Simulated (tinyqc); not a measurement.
# Frenkel-Kontorova chain: a misfit dislocation (kink) in a monolayer on a periodic substrate, step by step

A worked calculation. Computed by tinyqc, a small Python program that keeps every step. Command: `OMP_NUM_THREADS=1 python tinyqc.py 3023013 3023014 out.jsonl fkchain walk`. One thread of a shared host (Intel(R) Xeon(R) Processor @ 2.30GHz), about 0.03 s of CPU time with the checks. Intermediate numbers are printed to about 6 digits and carried at full precision; extremes and crossings named in words are read from the listed rows.

E = sum_j [(k/2)(x_(j+1) - x_j - b)^2 + (W/2)(1 - cos(2 pi x_j/a))], x_j = a (j + u_j). A kink takes u from 0 to 1: the chain is stretched by one period and has one atom fewer than wells.

Inputs (values chosen for the exercise, for a model overlayer): spring constant k = 3.23 eV/angstrom^2; substrate period a = 4.05 angstrom; corrugation W = 5.19 eV; misfit f = (b - a)/a = 0.15; atoms on each side n = 10; atomic mass M = 39.1 u.

Relaxation: Newton steps.

Constants: nu for 1 eV/(angstrom^2 u) = 15.6333042 THz.

## Continuum limit

l0 = sqrt(k a^2/(2 W)); kink u(j) = (2/pi) arctan exp(pi j/l0); kink energy at f = 0: E0 = (4/pi) W l0; with misfit E0 - k a^2 f; kinks become favourable at f_c = 2/(pi l0), and a coherent chain with free ends loses stability at f_m = 1/l0. Lowest vibration of the flat chain: nu0 = 15.6333042 THz x sqrt(2 pi^2 W/(a^2 M)).

kink width l0 = 2.25922

kink energy E0 = 14.9292 eV

kink energy with misfit = 6.98214 eV

critical misfit f_c = 0.281788

limit f_m = 0.442632

gap frequency nu0 = 6.24821 THz

f < f_c: the layer stays in register. Caution: a corrugation above 1 eV is larger than real overlayers usually show; it is chosen to keep the kink narrow. Caution: for l0 below about 3 the kink spans few atoms, and the continuum kink energy is off by about 2 per cent or more.

## Start between two atoms

Discrete chain at f = 0, ends held at u = 0 and 1: E = (k a^2/2) sum (u_(j+1) - u_j)^2 + (W/2) sum (1 - cos 2 pi u_j), gradient g_j = k a^2 (2 u_j - u_(j-1) - u_(j+1)) + pi W sin(2 pi u_j), Hessian 2 k a^2 + 2 pi^2 W cos(2 pi u_j) on the diagonal and -k a^2 beside it. Free atoms j = -n..n-1 start from the continuum shape centred half-way, at j + 1/2.

u at the start: [0.000001, 0.000005, 0.000019, 0.000076, 0.000304, 0.001220, 0.004900, 0.019677, 0.078666, 0.294623, 0.705377, 0.921334, 0.980323, 0.995100, 0.998780, 0.999696, 0.999924, 0.999981, 0.999995, 0.999999]

E at the start = 14.4265 eV

gradient (eV): [-0.00001, -0.00008, -0.00033, -0.00133, -0.00535, -0.02148, -0.08605, -0.33170, -0.58126, 5.34788, -5.34788, 0.58126, 0.33170, 0.08605, 0.02148, 0.00535, 0.00133, 0.00033, 0.00008, 0.00001]

## Relaxation

Start as above (continuum shape at j + 1/2, j = -n..n-1, l0 = sqrt(k a^2/(2 W))). u(new) = u - H^-1 g; stop when the largest gradient is below 1e-9 eV.

Course:
```
step   E (eV)  largest gradient (eV)
1     14.4265            5.34788e+00
2     14.2117            6.31289e-01
3     14.2089            6.27662e-03
4     14.2089            6.52908e-07
5     14.2089                      0
```

relaxed u: [0.000002, 0.000008, 0.000029, 0.000108, 0.000394, 0.001444, 0.005285, 0.019343, 0.070711, 0.254357, 0.745643, 0.929289, 0.980657, 0.994715, 0.998556, 0.999606, 0.999892, 0.999971, 0.999992, 0.999998]

energy, centre between atoms = 14.2089 eV

last gradient = 0 eV

Converged; the discrete energy is 0.9518 of the continuum value, which puts the discrete f_c = E/(k a^2) at 0.2682.

## Peierls barrier

Repeat by Newton steps with an atom at the centre (j = -n..n, u_0 = 1/2). Barrier = difference of the two energies; the lowest Hessian eigenvalue tells minimum from saddle.

energy, centre on an atom = 14.6838 eV

Peierls barrier = 474.874 meV

lowest eigenvalue, between atoms = 31.3858 eV

lowest eigenvalue, on an atom = -27.3114 eV

The atom-centred kink, with an atom on top of the corrugation, is a saddle and the other a minimum. The barrier is 9.1 % of W, what one atom alone would climb.

## Kink density above f_c

Frank and van der Merwe: the modulus q solves f = 2 E(q)/(pi l0 q), and the kinks per atom are pi/(2 l0 q K(q)), with the complete elliptic integrals K and E; strain left = f - density (for f above f_c = 2/(pi l0)).

Continuum ground state:
```
f              q  kinks per atom  strain left
0.2832  0.998997        0.154858     0.128342
0.2874  0.995307        0.187378     0.100022
0.2959  0.986663        0.219086     0.076814
0.3100  0.970696        0.252290     0.057710
0.3381  0.936273        0.299484     0.038616
0.3945  0.865476        0.372819     0.021681
0.4790  0.767380        0.467584     0.011416
0.6199  0.635336        0.614786     0.005114
```

0.50 % above f_c the density is already 0.55 of f: kinks repel only exponentially, so they flood in, as 1/|ln(f - f_c)|. At 2.2 f_c they take up 99.2 % of the misfit and the layer floats nearly free.

Checks made by the program: energy against a quasi-Newton minimiser (relative difference below 1e-10).
